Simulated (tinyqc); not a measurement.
# Read current of a NAND string, cells in series solved by shooting, step by step

Computed by the program tinyqc: `OMP_NUM_THREADS=1 python tinyqc.py 2142240 2142241 out.jsonl`, one thread of a shared Intel Xeon 2.30GHz, about 0.4 s for the whole run. Printed values are rounded.

Cells in series, numbered from 0 at the source line (0 V) to the bit line, each followed by a gap resistance Rg. A cell with gate Vg, threshold VT, source Vs and drain Vd passes I = 2 nf K Vt^2 [F(Vs) - F(Vd)]/(1 + th max(Vg - VT, 0)), F(V) = ln^2(1 + exp((Vg - VT - nf V)/(2 nf Vt))). The selected cell has Vg = Vr, the others Vg = Vp.

Values chosen for this exercise; values of the order met in vertical NAND strings: temperature T = 300 K; gain factor of a cell K = 14 uA/V^2; slope factor nf = 2.3; mobility reduction factor th = 0.12 1/V; resistance of the gap between cells Rg = 19 kohm; bit-line voltage Vbl = 0.4 V; pass voltage Vp = 6.1 V; read voltage on the selected word line Vr = 2.17 V.

Constants: q = 1.602176634e-19 C, kB = 1.380649e-23 J/K, Vt = kB T/q. Results are converted to the units shown.

## Step 1: node voltages for a trial current

first trial current = 0.89 uA
thresholds from the source end, cell 0 to 3 (V): 0.3  3.5  -0.7  3.5

For a trial current I start at 0 V and, cell by cell (the selected one is cell 0), solve for the drain: sqrt(F(Vd)) = sqrt(F(Vs) - I/k), k = 2 nf K Vt^2/(1 + th max(Vg - VT, 0)), Vd = [Vg - VT - 2 nf Vt ln(exp(sqrt F) - 1)]/nf, then add I Rg.

node voltage after each cell and gap, trial 1, cell 0 to 3 (V): 0.0596578  0.110987  0.145592  0.200039

## Step 2: node voltages for a trial current

second trial current = 1.6 uA

As before.

node voltage after each cell and gap, trial 2, cell 0 to 3 (V): 0.109032  0.205388  0.268786  0.378496

## Course of the secant iteration

Secant steps on the end voltage less Vbl, from the two trials; a trial above the saturation current of a cell has no solution and is moved halfway to the previous trial. Stop below 1e-9 V.

Course of the iteration:
```
iteration   I (uA)  end voltage - Vbl (V)  halvings
1          1.68556                1.63e-3         0
2          1.67953               -1.41e-5         0
3          1.67959               -9.26e-9         0
4          1.67959               5.22e-14         0
```

Converged in 4 iterations to I = 1.6796 uA. The selected cell takes 20.7 % of the bit-line voltage and the gaps together 31.9 %.
